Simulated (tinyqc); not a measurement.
What moves the results: carrier statistics of a doped semiconductor with parabolic bands. A value that a table varies takes the place of the one given here.

Eg(T) = Eg0 - al T^2/(T + be); m_de = Mv^(2/3) (ml mt^2)^(1/3); m_dh = (mhh^(3/2) + mlh^(3/2))^(2/3); Nc and Nv from N = 2 (m kB T/(4 pi c))^(3/2) with c = hbar^2/2m0, in 1/angstrom^3; times 1e24 for 1/cm^3.

Energies are counted from Ev, so Ec = Eg. n = Nc F_1/2((EF - Eg)/kT), p = Nv F_1/2(-EF/kT), ND+ = ND/(1 + 2 exp((EF - Eg + ED)/kT)), NA- = NA/(1 + 4 exp((EA - EF)/kT)); neutrality asks p + ND+ = n + NA-. F_j(eta) = (1/Gamma(j + 1)) integral_0^infinity x^j dx/(1 + exp(x - eta)), which tends to exp(eta) for eta << 0.

Constants: hbar^2/2m0 = 3.80998211 eV angstrom^2; kB = 8.617333262e-05 eV/K.

Parameters, chosen for this exercise (near those of GaN; shifted at random, so the results belong to these values and not to a real crystal):
```
symbol  value     unit    meaning
Eg0     3.508     eV      gap at 0 K
al      0.000902  eV/K    Varshni alpha
be      838       K       Varshni beta
ml      0.201     m0      longitudinal electron mass
mt      0.201     m0      transverse electron mass
Mv      1                 equivalent valleys
mhh     1.41      m0      heavy-hole mass
mlh     0.298     m0      light-hole mass
ND      2.5e+12   1/cm^3  donors
NA      3.3e+17   1/cm^3  acceptors
ED      0.0222    eV      donor level below Ec
EA      0.179     eV      acceptor level above Ev
T       500       K
```

## Temperature

Neutrality solved at each temperature; ni = sqrt(Nc Nv) exp(-Eg/2kT).

Carriers (1/cm^3):
```
T (K)  EF (eV)         n         p  majority / |ND - NA|        ni  Eg (eV)
30      0.1521    <1e-99  4.09e-08              1.24e-25    <1e-99   3.5071
50      0.1342    <1e-99  9.39e+04              2.84e-13    <1e-99   3.5055
77      0.1108    <1e-99  3.36e+11              1.02e-06  3.25e-97   3.5022
120     0.1152    <1e-99  1.70e+14              0.000514  1.08e-55   3.4944
200     0.1390  1.18e-66  7.89e+15                0.0239  9.64e-26   3.4732
300     0.1737  3.45e-37  5.57e+16                 0.169  1.39e-10   3.4367
450     0.2390  3.94e-17  1.78e+17                 0.540      2.65   3.3662
600     0.3209  8.56e-07  2.63e+17                 0.796  4.74e+05   3.2822
800     0.4473      85.5  3.05e+17                 0.925  5.11e+09   3.1556
1000    0.5843  7.54e+06  3.18e+17                 0.965  1.55e+12   3.0172
```

Ionisation is incomplete: the majority density is below 90 % of the net doping at 30, 50, 77, 120, 200, 300, 450 and 600 K, down to a share of 1.2e-25. It is within 10 % of the net doping at 800 and 1000 K. The majority density never exceeds the net doping by 10 %; ni is 1.55e+12 1/cm^3 at 1000 K against a net doping of 3.30e+17. EF goes from 0.152 eV to 0.584 eV, where midgap is 1.509 eV and the intrinsic level (Boltzmann) 1.639 eV.

## Doping level

Only acceptors are present (ND = 0); eta is the distance of EF beyond the valence edge in units of kT.

Neutral state:
```
NA (1/cm^3)  EF (eV)  majority (1/cm^3)  ionised share     eta
1.0e+14       0.5949           1.00e+14          1.000  -13.81
1.0e+15       0.4958           9.97e+14          0.997  -11.51
1.0e+16       0.3976           9.76e+15          0.976   -9.23
1.0e+17       0.3056           8.25e+16          0.825   -7.09
1.0e+18       0.2316           4.59e+17          0.459   -5.37
3.0e+18       0.2024           9.02e+17          0.301   -4.70
1.0e+19       0.1729           1.78e+18          0.178   -4.01
3.0e+19       0.1473           3.21e+18          0.107   -3.42
```

The impurity level lies at 0.1790 eV. The ionised share falls from 1.000 to 0.107 as EF passes through it between 3e+18 and 1e+19 1/cm^3 (share 1/5 there); it is below one half from 1e+18 1/cm^3 on. Over the last two rows the doping grows threefold and the majority density by a factor 1.80. EF stays more than 3 kT from the majority band edge. Above roughly 3e+20 1/cm^3 (N^(1/3) a = 0.26, with the radius a = sqrt(c/(m E)) from the ionisation energy E and the mass mhh) the levels merge with the band and real ionisation is complete; sharp levels then overstate freeze-out.

## What each input does

Neutrality solved anew for each case. Each row changes one parameter from the base and keeps the others.

Results:
```
case                  EF (eV)  n (1/cm^3)  p (1/cm^3)
base                   0.2646    4.95e-13    2.13e+17
T = 480 K              0.2542    1.42e-14    2.00e+17
ND = 5e+12 1/cm^3      0.2646    4.95e-13    2.13e+17
NA = 4.29e+17 1/cm^3   0.2564    4.09e-13    2.58e+17
Eg0 = 3.558 eV         0.2646    1.55e-13    2.13e+17
mt = 0.2412 m0         0.2646    5.93e-13    2.13e+17
mhh = 1.692 m0         0.2728    5.98e-13    2.27e+17
EA = 0.2685 eV         0.2953    1.01e-12    1.05e+17
```

The largest shifts from the base row, up to three for each result and ties (the steps differ in size, so this ranks the rows, not the parameters). EF (eV): EA +0.0306, T -0.0105, NA -0.0082, mhh +0.0082; unchanged at the printed digits by ND, Eg0 and mt. n (1/cm^3): EA +5.12e-13, T -4.80e-13, Eg0 -3.40e-13; unchanged at the printed digits by ND. p (1/cm^3): EA -1.08e+17, NA +4.48e+16, mhh +1.39e+16; unchanged at the printed digits by ND, Eg0 and mt.

tinyqc: `OMP_NUM_THREADS=1 python tinyqc.py 1680052 1680053 out.jsonl`; about 0.01 s, one thread, shared Intel(R) Xeon(R) Processor @ 2.30GHz.
